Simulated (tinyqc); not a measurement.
Inside a calculation. Model: anisotropic elasticity and sound waves of a cubic crystal. Computed by tinyqc, a small Python program that keeps every step. Command: `OMP_NUM_THREADS=1 python tinyqc.py 3005495 3005496 out.jsonl cubicelastic walk`. One thread of a shared host (Intel(R) Xeon(R) Processor @ 2.30GHz), about 0.01 s of CPU time with the checks. Intermediate numbers are printed to about 6 digits and carried at full precision; extremes and crossings named in words are read from the listed rows.

Voigt order 1..6 = xx, yy, zz, yz, xz, xy, with engineering shear strains. The rotated frame has x' as named, z' along the wafer normal and y' = z' x x'.

Inputs (values chosen for the exercise, for a model crystal): C11 = 323 GPa; C12 = 46.4 GPa; C44 = 170 GPa; density rho = 4.35 g/cm^3; expansion coefficient of the film = 18 ppm/K; expansion coefficient of the substrate = 4.2 ppm/K; cooling Delta T = 300 K.

Frame: (113) wafer, x' along [1-10].

wave normal (not normalised): [5, 2.5, 0.2]

## Compliances and anisotropy

S11 = (C11 + C12)/D, S12 = -C12/D, D = (C11 - C12)(C11 + 2 C12), S44 = 1/C44. Zener ratio A = 2 C44/(C11 - C12); S0 = S11 - S12 - S44/2; H = 2 C44 + C12 - C11.

S11 = 3.21189 1/TPa

S12 = -0.403442 1/TPa

S44 = 5.88235 1/TPa

Zener ratio A = 1.22921

S0 = 0.674153 1/TPa

H = 63.4 GPa

## Stiffness in the rotated frame

direction cosines a (rows x', y', z' in the cube axes), rows x', y', z', columns x, y, z:
$$\begin{pmatrix}
0.707107 & -0.707107 & 0.000000 \\
0.639602 & 0.639602 & -0.426401 \\
0.301511 & 0.301511 & 0.904534
\end{pmatrix}$$

C'_ijkl = C12 delta_ij delta_kl + C44 (delta_ik delta_jl + delta_il delta_jk) - H sum_m a_im a_jm a_km a_lm.

C' (GPa), rows 1, 2, 3, 4, 5, 6:
$$\begin{pmatrix}
354.700 & 20.464 & 40.636 & -12.227 & 0.000 & 0.000 \\
20.464 & 363.083 & 32.253 & -5.558 & 0.000 & 0.000 \\
40.636 & 32.253 & 342.911 & 17.784 & 0.000 & 0.000 \\
-12.227 & -5.558 & 17.784 & 155.853 & 0.000 & 0.000 \\
0.000 & 0.000 & 0.000 & 0.000 & 164.236 & -12.227 \\
0.000 & 0.000 & 0.000 & 0.000 & -12.227 & 144.064
\end{pmatrix}$$

Normal stress couples to shear strain in this frame.

## Moduli along the axes of the frame

Invert C' to S'. E along x' = 1/S'11, along y' = 1/S'22; Poisson ratios nu(x'y') = -S'12/S'11 and nu(x'z') = -S'13/S'11; in-plane shear modulus 1/S'66.

E along x' = 347.849 GPa

E along y' = 358.981 GPa

nu(x'y') = 0.0444038

nu(x'z') = 0.119018

in-plane shear modulus = 143.153 GPa

E differs between x' and y' by -3.1 %.

## Thermal stress in a film with this orientation

On cooling, a thick substrate imposes eps_1 = eps_2 = (alpha_film - alpha_substrate) Delta T and eps_6 = 0; the free surface sets sigma_3 = sigma_4 = sigma_5 = 0, which fixes eps_3, eps_4, eps_5. Biaxial modulus M = (sigma_1 + sigma_2)/(2 eps); energy density M eps^2. Elastic response and constant coefficients are assumed.

in-plane strain = 4.14 per mille

elastic strain along the normal = -0.909885 per mille

stress along x' = 1509.16 MPa

stress along y' = 1555.34 MPa

biaxial modulus M = 370.108 GPa

energy density = 6.34350 MJ/m^3

The film ends in tension. Caution: the thermal stress of this film exceeds 200 MPa, which can relax by slip, cracking or buckling in a real film.

## Sound waves along the wave normal

In the cube axes, with unit normal n: G_ij = (C12 + C44) n_i n_j + (C44 - H n_i^2) delta_ij, eigenvalues rho v^2, eigenvectors u (columns, largest component positive). Group velocity V_i = [(C12 + C44)(u.n) u_i + C44 n_i - H u_i^2 n_i]/(rho v); its angle to n has cosine v/|V|.

Christoffel matrix (GPa), rows x, y, z:
$$\begin{pmatrix}
292.244 & 86.449 & 6.916 \\
86.449 & 200.561 & 3.458 \\
6.916 & 3.458 & 170.196
\end{pmatrix}$$

phase velocities (m/s): [5843.43, 6249.08, 8900.40]

polarisations, rows x, y, z, columns slow, fast, longitudinal:
$$\begin{pmatrix}
-0.516266 & -0.023286 & 0.856112 \\
0.855964 & -0.046929 & 0.514901 \\
0.028186 & 0.998627 & 0.044159
\end{pmatrix}$$

group speeds (m/s): [5950.88, 6250.46, 8931.43]

angles between V and n (degree): [10.9043, 1.2049, 4.7777]

Energy flows off the wave normal by up to 10.9 degrees, for the slow transverse wave.

## Polycrystal bounds against single-crystal directions

B = (C11 + 2 C12)/3; Voigt G = (C11 - C12 + 3 C44)/5; Reuss G = 5/(4 (S11 - S12) + 3 S44); Hill is their mean; E = 9BG/(3B + G), nu = (3B - 2G)/(6B + 2G). Along <hkl>, with g = 0, 1/4, 1/3: 1/E = S11 - 2 S0 g; for a film with that normal C33 = C11 + 2 H g and M = [6B - (3B - C33) - (3B - C33)^2/C33]/2.

bulk modulus B = 138.6 GPa

Averages:
```
average  G (GPa)  E (GPa)         nu
Voigt    157.320  342.408  0.0882538
Reuss    155.723  339.879  0.0912954
Hill     156.521  341.145  0.0897725
```

Directions:
```
direction  E (GPa)  biaxial modulus M (GPa)
<100>      311.343                  356.069
<110>      347.849                  379.988
<111>      361.997                  387.038
```

The bounds on G differ by 1.0 %, while E varies by a factor 1.16 with direction; with A above 1 the stiffest axis is <111>. Under a fixed mismatch strain, grains with a <100> normal store the least energy.

Checks made by the program: E along x' against 1/E = S11 - 2 S0 (l^2 m^2 + m^2 n^2 + n^2 l^2) (relative difference below 1e-10).
